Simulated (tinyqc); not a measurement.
CCSD on RHF in the 3-21g basis, for H2, spin multiplicity 1, step by step. One step of it, computed by the program tinyqc.

Question. Iteration 1: diagonalisation and new density. Diagonalise F' = X^T F X, C = X C', fill 1 alpha and 1 beta electrons from the bottom; D = 2 C_occ C_occ^T. Each column has its largest component positive (the first on a tie).

Fock matrix F (hartree):
```
,1H 1s,1H 2s,2H 1s,2H 2s
1H 1s,0.003339,-0.556011,-0.578207,-0.566839
1H 2s,-0.556011,-0.388314,-0.566839,-0.425620
2H 1s,-0.578207,-0.566839,0.003339,-0.556011
2H 2s,-0.566839,-0.425620,-0.556011,-0.388314
```

X:
```
,1,2,3,4
1H 1s,-0.715233,0.757923,0.907870,0.270971
1H 2s,2.269454,-0.643850,0.286121,0.318980
2H 1s,0.715233,0.757923,-0.907870,0.270971
2H 2s,-2.269454,-0.643850,-0.286121,0.318980
```

Give: F' = X^T F X; orbital energies; coefficients C; D after iteration 1.

Answer.

F' = X^T F X (hartree):
```
,1,2,3,4
1,0.9090,0.0000,-0.6666,0.0000
2,0.0000,0.8565,0.0000,-0.0529
3,-0.6666,0.0000,0.9760,0.0000
4,0.0000,-0.0529,0.0000,-0.6383
```

orbital energies (hartree): MO1 -0.6401, MO2 0.2750, MO3 0.8583, MO4 1.6099

coefficients C:
```
,MO1,MO2,MO3,MO4
1H 1s,0.2976,0.1073,0.7479,-1.1508
1H 2s,0.2960,1.8417,-0.6547,1.3566
2H 1s,0.2976,-0.1073,0.7479,1.1508
2H 2s,0.2960,-1.8417,-0.6547,-1.3566
```

D after iteration 1:
```
,1H 1s,1H 2s,2H 1s,2H 2s
1H 1s,0.1771,0.1762,0.1771,0.1762
1H 2s,0.1762,0.1753,0.1762,0.1753
2H 1s,0.1771,0.1762,0.1771,0.1762
2H 2s,0.1762,0.1753,0.1762,0.1753
```
